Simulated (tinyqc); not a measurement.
Worked calculation: temperature and isotope dependence of a band gap in oscillator models. Values are carried at full precision from step to step, so a last printed digit may differ when a step is redone from the rounded ones.

E(T) = E0 - sum_i sl_i th_i n_i(T), n = 1/(exp(th/T) - 1). The same coupling lowers the gap at 0 K by the zero-point term ZP = sum_i sl_i th_i/2, so the gap of the static lattice is E0 + ZP. Thermal expansion is taken as part of the slopes.

Values chosen for the exercise (near those of InP; shifted at random, so the results belong to these values and not to a real crystal):
- E0 = 1.432 eV (gap at 0 K)
- th = (117, 330) K (temperatures of two oscillators)
- sl = (0.1351, 0.2509) meV/K (their high-temperature slopes)
- T = 50 K (temperature)
- M = 72.77 u (mean atomic mass)
- dM = 2.82 u (change of the mean mass (not bounded by the natural isotopes))
- T12 = (210, 500) K (temperatures of the fits)

## The gap at T

Give the occupations, the two terms, the gap, ZP and the static gap.

n_i: [0.10660, 0.00136]

terms (meV): [1.685, 0.113]

E(T) = 1.4302 eV
ZP = 49.30 meV
static gap = 1.4813 eV

The thermal fall, 1.8 meV, is smaller than the zero-point term, 49.3 meV; the soft oscillator supplies 94 % of the fall but 16 % of ZP. A calculation with clamped ions should be compared with the static gap.

## Slope and asymptote

dE/dT = -sum sl_i (th_i/T)^2 n_i (1 + n_i). At high T, n -> T/th - 1/2, so E -> E0 + ZP - (sum sl_i) T. Give the slope, its ratio to the limit, and the value at 0 K of the tangent drawn at T.

dE/dT = -0.1022 meV/K
ratio to the limiting slope = 0.2647
intercept of the tangent = 1.4353 eV
intercept - E0 = 3.31 meV

The tangent recovers 7 % of ZP: the extrapolation works only from T well above the higher oscillator (330 K).

## Isotope effect

With M -> M + dM the oscillator temperatures scale as M^(-1/2) and the slopes stay. Give th, ZP, E0 (static gap fixed) and E(T) for the new mass, and the linear rule dE0 = ZP dM/(2 M).

th (K): [114.80, 323.79]

ZP = 48.373 meV
shift of E0 = 0.928 meV
linear rule = 0.955 meV
shift of E(T) = 0.865 meV

The heavier crystal has the wider gap. At 50 K 93 % of the shift at 0 K is left; it fades at high T, where the motion is classical and the mean-square amplitude no longer depends on mass.

## Two common fits

Two-parameter forms are made to pass through the falls at the two temperatures T12: Varshni aV T^2/(T + bV), from the line T^2/fall = (T + bV)/aV; one oscillator s1 t1/(exp(t1/T) - 1), with t1 from the ratio of the falls.

Give the falls and the parameters.

falls (meV): [42.9092, 148.5272]

aV = 0.4424 meV/K
bV = 245 K
t1 = 239.1 K
s1 = 0.3809 meV/K
ZP of the one-oscillator fit = 45.5 meV

The limiting slope of the model is 0.3860 meV/K; Varshni puts it +15 % off and one oscillator -1 %. The ZP of the fit differs from the true one by -3.8 meV.

## Checks

- Slope by finite differences against the formula (meV/K): both 0.10217.
- Fall at 20 times the higher oscillator temperature against the asymptote (meV): 2498.7 against 2498.3.

Run: tinyqc, `OMP_NUM_THREADS=1 python tinyqc.py 1881131 1881132 out.jsonl`; Intel(R) Xeon(R) Processor @ 2.30GHz, one thread, shared host; about 0.01 s of CPU time with all checks.
